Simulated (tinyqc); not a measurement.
From results back to parameters: free and nearly free electrons in a metal. Two cases, with inputs chosen for the exercise.

Problem. A free-electron metal with 2 atoms in the cubic cell and z electrons an atom has EF = c kF^2/m, (hbar omega_p)^2 = 8 pi c (e^2/(4 pi eps0)) n/m and kF = (3 pi^2 n)^(1/3), c = hbar^2/2m0.

Constants: hbar^2/2m0 = 3.80998211 eV angstrom^2; e^2/(4 pi eps0) = 14.39964547 eV angstrom.

Case 1.

Values chosen (out of a larger set: near those of Li; not measured data): a = 3.494 angstrom (bcc lattice constant).

EF = 3.64727 eV
hbar omega_p = 7.05206 eV

Case 2.

Values chosen (out of a larger set: near those of K; not measured data): a = 5.251 angstrom (bcc lattice constant).

EF = 1.92596 eV
hbar omega_p = 4.18019 eV

Find: kF; m; z.

Solution. (hbar omega_p)^2/EF = (8/(3 pi)) (e^2/(4 pi eps0)) kF gives kF; EF then gives m, and n = kF^3/(3 pi^2) gives z.

Case 1.

kF = 1.1156 1/angstrom
m = 1.30 m0
z = 1.00

Case 2.

kF = 0.7423 1/angstrom
m = 1.09 m0
z = 1.00

Computed by tinyqc, one run a case: `OMP_NUM_THREADS=1 python tinyqc.py N N+1 out.jsonl` with N = 1682574, 1682657; one thread of a shared Intel(R) Xeon(R) Processor @ 2.30GHz, about 0.01 s a run at most.
